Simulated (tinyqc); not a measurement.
# A square-lattice strip 2 sites wide, recursive Green functions, step by step

Computed by the program tinyqc: `OMP_NUM_THREADS=1 python tinyqc.py 2660132 2660133 out.jsonl`, one thread of a shared Intel Xeon 2.30GHz, about 0.02 s for the whole run. Printed values are rounded.

The device has N = 5 slices of 2 site(s), nearest-neighbour hopping -t, and site energies U; the leads are semi-infinite continuations with site energy 0. V = <i+1|H|i> = -t 1.

Parameters, values chosen for the exercise: hopping (matrix element -t) t = 1 eV; site energies, slice by slice (2 a slice) U = [-0.12, 0.13, 0, -0.14, -0.17, -0.16, 0.1, 0.17, -0.23, -0.24] eV; energy E = 0.55 eV.

## Self-energy of the leads

Transverse modes n = 1..2: chi_n(j) = sqrt(2/3) sin(pi n j/3), energy e_n = -2 t cos(pi n/3). Sigma = t^2 sum_n chi_n chi_n^T g(E - e_n), g(x) = (x - i sqrt(4 t^2 - x^2))/(2 t^2) for |x| < 2 t and (x - sign(x) sqrt(x^2 - 4 t^2))/(2 t^2) otherwise; Gamma = i (Sigma - Sigma^dagger); both leads give the same.

Sigma (eV):
```
[[0.2750000-0.8031600i, 0.5000000+0.1711988i],
 [0.5000000+0.1711988i, 0.2750000-0.8031600i]]
```

Gamma (eV):
```
[[1.606320, -0.342398],
 [-0.342398, 1.606320]]
```

open modes = 2

## Slice 1

Forward pass: g_1 = (E - H_1 - Sigma)^(-1), g_i = (E - H_i - V g_(i-1) V^dagger)^(-1), with Sigma also subtracted on the last slice; G_(i,1) = g_i V G_(i-1,1), starting from g_1. H_i is the block of slice i: its site energies on the diagonal and -t between neighbouring rows.

g_1 (1/eV):
```
[[0.3615365-0.7229162i, 0.4980612+0.1608954i],
 [0.4980612+0.1608954i, 0.1632923-0.8712422i]]
```

## Slice 2

As before.

g_2 (1/eV):
```
[[0.2024982-0.9624064i, 0.4604795+0.2173139i],
 [0.4604795+0.2173139i, 0.3435346-0.6346804i]]
```

G_(2,1) (1/eV):
```
[[0.4281464+0.3120096i, -0.5202291+0.8124598i],
 [-0.5967983+0.5151578i, 0.3024816+0.2206156i]]
```

## Slice 3

As before.

g_3 (1/eV):
```
[[0.2634776-0.5916011i, 0.4355451+0.2728943i],
 [0.4355451+0.2728943i, 0.4193615-0.8697753i]]
```

G_(3,1) (1/eV):
```
[[0.1031239+0.1095728i, -0.4151230-0.7004666i],
 [-0.2991287-0.9878507i, 0.1295637-0.0413220i]]
```

## Slice 4

As before.

g_4 (1/eV):
```
[[0.5325905-0.8246268i, 0.7047463+0.0550114i],
 [0.7047463+0.0550114i, 0.1545472-0.6820996i]]
```

G_(4,1) (1/eV):
```
[[0.0111873+0.7393210i, 0.7051314+0.0527343i],
 [0.6533936-0.1342600i, 0.2621847+0.6112494i]]
```

## Slice 5

As before.

g_5 (1/eV):
```
[[-0.0328213-0.6203042i, -0.0648594-0.1056905i],
 [-0.0648594-0.1056905i, 0.1328605-0.6481955i]]
```

G_(5,1) (1/eV):
```
[[-0.4016680+0.0915545i, -0.0571661+0.5064825i],
 [-0.0771970+0.4904990i, -0.3908822+0.1666821i]]
```

## Transmission and its channels

T(E) = Tr[Gamma G_(N,1) Gamma G_(N,1)^dagger]. The non-zero eigenvalues T_n of the matrix under the trace are the channel transmissions; Fano factor sum T_n (1 - T_n)/sum T_n.

T(E) = 1.909672
T_n: [0.9903346, 0.9193374]
Fano factor = 0.04384426

With 2 open mode(s) in the leads T(E) cannot exceed 2. Inverting the whole matrix gives the same value.
